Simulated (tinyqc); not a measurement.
Tight binding, dimerised chain, step by step. Computed by tinyqc, a small Python program that keeps every step. Settings: t1 = 1.08, t2 = 2.34, delta = 0, points = 12, cells = 5. Command: `OMP_NUM_THREADS=1 python tinyqc.py 23081 23082 out.jsonl` (the two numbers bound the seeds that draw the settings). One thread of a shared host (Intel(R) Xeon(R) Processor @ 2.60GHz), about 0.01 s of CPU time with the checks.

## Bloch Hamiltonian at k

Parameters chosen for this model:
```
parameter     value                      unit
t1         1.080000       eV, inside the cell
t2         2.340000         eV, between cells
delta             0  eV, +/- on the two sites
```

k point k (2 pi / a): [0.400000]

H_AA = +delta, H_BB = -delta, H_AB = -t1 - t2 exp(-i k a).

H(k) at k (eV), order A, B:
```
[[0.000000, 0.813100+1.375417i],
 [0.813100-1.375417i, 0.000000]]
```

## Levels at k

Diagonalise the Hermitian matrix.

eigenvalues (eV): [-1.597781, 1.597781]

weights |c|^2 of the basis functions, order A, B:
```
[[0.500000, 0.500000],
 [0.500000, 0.500000]]
```

## Bloch Hamiltonian at X

k point X (2 pi / a): [0.500000]

As before.

H(k) at X (eV), order A, B:
```
[[0.000000, 1.260000],
 [1.260000, 0.000000]]
```

## Levels at X

As before.

eigenvalues (eV): [-1.260000, 1.260000]

weights |c|^2 of the basis functions, order A, B:
```
[[0.500000, 0.500000],
 [0.500000, 0.500000]]
```

## Bands along a path

The same steps at evenly spaced points between the labelled ones.

Bands along the path (eV):
```
k            band 1    band 2
G         -3.420000  3.420000
G-X 0.25  -3.196248  3.196248
G-X 0.50  -2.577208  2.577208
G-X 0.75  -1.751571  1.751571
X         -1.260000  1.260000
```

With 1 band(s) filled, the highest filled level on these points lies at X and the lowest empty one at X: a gap of 2.5200 eV, direct.

## Berry (Zak) phase of the lower band

On 12 points k_j = j/N: phase = -Im ln of the product of <u_j|u_(j+1)>, closed with u_N = u_0 (the cell-periodic part is taken without the site positions). Single arguments depend on the phases chosen for the u_j; only their sum modulo 2 pi does not.

Overlaps:
```
j   |<u_j|u_j+1>|  argument (rad)
0        0.983826        0.180099
1        0.982661       -0.546691
2        0.979546       -0.202603
3        0.971718       -0.238395
4        0.949893       -0.317903
5        0.902480        2.696289
6        0.902480        2.696289
7        0.949893       -0.317903
8        0.971718       -0.238395
9        0.979546       -0.202603
10       0.982661       -0.546691
11       0.983826        0.180099
```

phase / pi, folded into (-1, 1] = 1.000000

## Open chain of 5 cells

H of the open chain (eV):
```
[[0.000000, -1.080000, 0.000000, 0.000000, 0.000000, 0.000000, 0.000000, 0.000000, 0.000000, 0.000000],
 [-1.080000, 0.000000, -2.340000, 0.000000, 0.000000, 0.000000, 0.000000, 0.000000, 0.000000, 0.000000],
 [0.000000, -2.340000, 0.000000, -1.080000, 0.000000, 0.000000, 0.000000, 0.000000, 0.000000, 0.000000],
 [0.000000, 0.000000, -1.080000, 0.000000, -2.340000, 0.000000, 0.000000, 0.000000, 0.000000, 0.000000],
 [0.000000, 0.000000, 0.000000, -2.340000, 0.000000, -1.080000, 0.000000, 0.000000, 0.000000, 0.000000],
 [0.000000, 0.000000, 0.000000, 0.000000, -1.080000, 0.000000, -2.340000, 0.000000, 0.000000, 0.000000],
 [0.000000, 0.000000, 0.000000, 0.000000, 0.000000, -2.340000, 0.000000, -1.080000, 0.000000, 0.000000],
 [0.000000, 0.000000, 0.000000, 0.000000, 0.000000, 0.000000, -1.080000, 0.000000, -2.340000, 0.000000],
 [0.000000, 0.000000, 0.000000, 0.000000, 0.000000, 0.000000, 0.000000, -2.340000, 0.000000, -1.080000],
 [0.000000, 0.000000, 0.000000, 0.000000, 0.000000, 0.000000, 0.000000, 0.000000, -1.080000, 0.000000]]
```

The same hoppings without the wrap-around bond.

levels (eV): [-3.292053, -2.921661, -2.352179, -1.681202, -0.038631, 0.038631, 1.681202, 2.352179, 2.921661, 3.292053]

weights of the highest filled level on the sites: [0.394574, 0.000505, 0.083836, 0.003486, 0.017599, 0.017599, 0.003486, 0.083836, 0.000505, 0.394574]

The bulk gap runs from -1.2600 to 1.2600 eV; 2 level(s) of this chain lie inside it: end states, which need the weaker bond inside the cell and a chain longer than their decay length.
